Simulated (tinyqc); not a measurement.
# Random telegraph noise from one oxide trap in a small MOSFET: two studies

An acceptor-like trap exchanges electrons with the channel. Inversion charge Q = Cox u, u = n Vt W0(exp((Vg - VT)/(n Vt))), W0 the Lambert function, n = nf, Cox = eps0 eox/tox; linear regime Id = (W/L) mu Q Vd. Relative to threshold the surface potential rises by Vt ln(u/u0) and the oxide voltage by the rest of Vg - VT, with u0 = n Vt W0(1).

Parameters, values chosen for the exercise; values of the order met in silicon transistors:
```
symbol,value,unit,meaning
T,250,K,temperature
eox,22.4,,relative permittivity of the gate insulator (close to hafnium oxide)
tox,6,nm,insulator thickness
xt,1.8,nm,depth of the trap from the channel interface
E0,0.24,eV,trap level above the channel Fermi level at threshold
s0,2e-15,cm^2,capture prefactor
EB,0.29,eV,capture barrier (lattice relaxation)
lt,0.17,nm,tunnelling decay length
vth,1.1e7,cm/s,thermal velocity
zi,1.8,nm,thickness of the inversion layer
VT,0.32,V,threshold voltage
nf,1.13,,body factor
W,130,nm,gate width
L,26,nm,gate length
mu,240,cm^2/(V s),mobility
asc,1.8e-16,V s,scattering coefficient of the charged trap
Vd,0.05,V,drain voltage
Vg,1.01,V,gate voltage
```

Constants: q = 1.602176634e-19 C, kB = 1.380649e-23 J/K, Vt = kB T/q, eps0 = 8.8541878128e-14 F/cm where lengths are in cm. Results are converted to the units shown.

Each table varies one quantity; the others keep the values above.

## Time constants and noise against gate voltage

N = Cox u/q; dpsi = Vt ln(u/u0); E = E0 - dpsi - (xt/tox)(Vg - VT - dpsi); capture time tc = 1/[(N/zi) vth s0 exp(-xt/lt - EB/Vt)]; emission time te = tc exp(-E/Vt); occupancy te/(tc + te). A = W L; threshold step dV = q (1 - xt/tox)/(Cox A); gm/Id = 1/(u + n Vt); relative step dI/I = (gm/Id) dV + asc mu/A. fc = (1/tc + 1/te)/(2 pi); rms = (dI/I) sqrt(tc te)/(tc + te).

Result of one run:

| Vg (V) | E (eV) | tc (s) | te (s) | occupancy | dI/I (%) | fc (Hz) | rms dI/I (%) |
|---|---|---|---|---|---|---|---|
| 0.94 | -0.001412 | 0.02028 | 0.02165 | 0.5164 | 0.3043 | 15.20 | 0.1521 |

What becomes of these results when the gate voltage Vg is changed from 0.94 to 1.06 V, all else the same?

Result of the changed run:

| Vg (V) | E (eV) | tc (s) | te (s) | occupancy | dI/I (%) | fc (Hz) | rms dI/I (%) |
|---|---|---|---|---|---|---|---|
| 1.06 | -0.04031 | 0.01673 | 0.1087 | 0.8666 | 0.2746 | 10.98 | 0.09336 |

The whole series:

| Vg (V) | E (eV) | tc (s) | te (s) | occupancy | dI/I (%) | fc (Hz) | rms dI/I (%) |
|---|---|---|---|---|---|---|---|
| 0.7 | 0.07872 | 0.03477 | 9.000e-4 | 0.02523 | 0.4215 | 181.4 | 0.06610 |
| 0.76 | 0.05827 | 0.02955 | 0.001977 | 0.06270 | 0.3801 | 85.90 | 0.09215 |
| 0.82 | 0.03814 | 0.02566 | 0.004369 | 0.1455 | 0.3487 | 42.63 | 0.1229 |
| 0.88 | 0.01826 | 0.02266 | 0.009707 | 0.2999 | 0.3241 | 23.42 | 0.1485 |
| 0.94 | -0.001412 | 0.02028 | 0.02165 | 0.5164 | 0.3043 | 15.20 | 0.1521 |
| 1 | -0.02093 | 0.01834 | 0.04844 | 0.7254 | 0.2881 | 11.96 | 0.1286 |
| 1.06 | -0.04031 | 0.01673 | 0.1087 | 0.8666 | 0.2746 | 10.98 | 0.09336 |
| 1.12 | -0.05958 | 0.01538 | 0.2444 | 0.9408 | 0.2631 | 11.00 | 0.06210 |
| 1.18 | -0.07875 | 0.01423 | 0.5505 | 0.9748 | 0.2533 | 11.47 | 0.03969 |

tc falls from 0.0348 to 0.0142 s as the channel fills and te rises from 9.00e-4 to 0.551 s; they are equal at Vg = 0.936 V, where E = 0. The rms noise goes from 0.0661 through a maximum of 0.152 (at Vg = 0.94 V among the rows listed) to 0.0397 %. The slope -Vt d ln(tc/te)/dVg is 0.341 between the first two rows and 0.320 between the last two; it tends to xt/tox = 0.300 only when the surface potential stops moving.

## Effect of the capture barrier

Same model as above.

The same in every row: E (eV) = -0.02417; occupancy = 0.7543; dI/I (%) = 0.2857; rms dI/I (%) = 0.1230.

Effect of the capture barrier:

| EB (eV) | tc (s) | te (s) | fc (Hz) |
|---|---|---|---|
| 0.1 | 2.668e-6 | 8.192e-6 | 7.908e4 |
| 0.2 | 2.768e-4 | 8.498e-4 | 762.3 |
| 0.3 | 0.02871 | 0.08815 | 7.349 |
| 0.4 | 2.978 | 9.144 | 0.07084 |
| 0.5 | 308.9 | 948.5 | 6.830e-4 |
| 0.6 | 3.205e4 | 9.839e4 | 6.584e-6 |
| 0.7 | 3.324e6 | 1.021e7 | 6.347e-8 |

As EB goes from 0.1 to 0.7, tc rises from 2.67e-6 to 3.32e6 s, te rises from 8.19e-6 to 1.02e7 s and dI/I stays at 0.286 %. The barrier scales both times alike and leaves the occupancy unchanged.

Range of the model: VT is taken as given; short-channel effects and the uneven flow of current among few electrons are left out.

Computed by the program tinyqc: `OMP_NUM_THREADS=1 python tinyqc.py 2710062 2710063 out.jsonl`, one thread of a shared Intel Xeon 2.30GHz, about 0.01 s for the whole run.
